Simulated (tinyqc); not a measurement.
# In-plane mass from two subband densities

Inverse problem. At zero temperature each occupied subband holds N_k = D (EF - E_k), D = md m0 q/(pi hbar^2) per eV. Two subbands are occupied. Find md, EF - E1 and EF - E2.

Constants: q = 1.602176634e-19 C, hbar = 1.054571817e-34 J s, m0 = 9.1093837015e-31 kg. Results are converted to the units shown.

N1, N2 (cm^-2): 9.9439709e11  5.4e10
E2 - E1 = 56 meV

Solution. N1 - N2 = D (E2 - E1) gives D and so md; each N_k/D is a distance to EF.

md = 0.04020 m0
EF - E1 = 59.22 meV
EF - E2 = 3.216 meV

tinyqc, about 0.1 s, one thread, Intel Xeon 2.30GHz (shared host): `OMP_NUM_THREADS=1 python tinyqc.py 2140022 2140023 out.jsonl`
